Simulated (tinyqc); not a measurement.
Stress and current directions compared.

A cubic crystal with three pairs of conduction valleys along x, y and z; non-degenerate electrons, one relaxation time, masses unchanged. Stress s_ij = X a_i a_j with a the unit vector along the stress; strain e_ii = s11 s_ii + s12 (s_jj + s_kk), e_ij = s44 s_ij/2. Valley shift dE = Xu (n.e.n - trace(e)/3) with n the valley axis; share f proportional to exp(-dE/Vt). Inverse mass along the current d: (n.d)^2/ml + (1 - (n.d)^2)/mt; mu/mu0 = sum f (1/m) over the plain mean of 1/m. Rows: direction of the stress, of size |X|; columns: direction of the current and sign.

Values chosen for this exercise; values close to those of silicon: temperature T = 300 K; compliance s11 = 7.87 1/TPa; compliance s12 = -2.15 1/TPa; compliance s44 = 12.7 1/TPa; shear deformation potential Xu = 9.25 eV; longitudinal mass ml = 0.89 m0; transverse mass mt = 0.191 m0; uniaxial stress (tension positive) X = -110 MPa.

Constants: q = 1.602176634e-19 C, kB = 1.380649e-23 J/K, Vt = kB T/q. Results are converted to the units shown.

mu/mu0:

|  | I [100], tension | I [100], compression | I [110], tension | I [110], compression |
|---|---|---|---|---|
| [100] | 1.086 | 0.9016 | 1.022 | 0.9754 |
| [110] | 1.024 | 0.9775 | 1.024 | 0.9775 |
| [001] | 0.9568 | 1.049 | 0.9568 | 1.049 |
| [111] | 1.000 | 1.000 | 1.000 | 1.000 |

The largest gain, 1.09, is for stress along [100], tension, current along [100]; the largest loss, 0.902, for [100], compression, current along [100]. Entries equal to one are cases in which the valleys are not split or have equal mass along the current.

Computed by the program tinyqc: `OMP_NUM_THREADS=1 python tinyqc.py 2530044 2530045 out.jsonl`, one thread of a shared Intel Xeon 2.30GHz, about 0.01 s for the whole run.
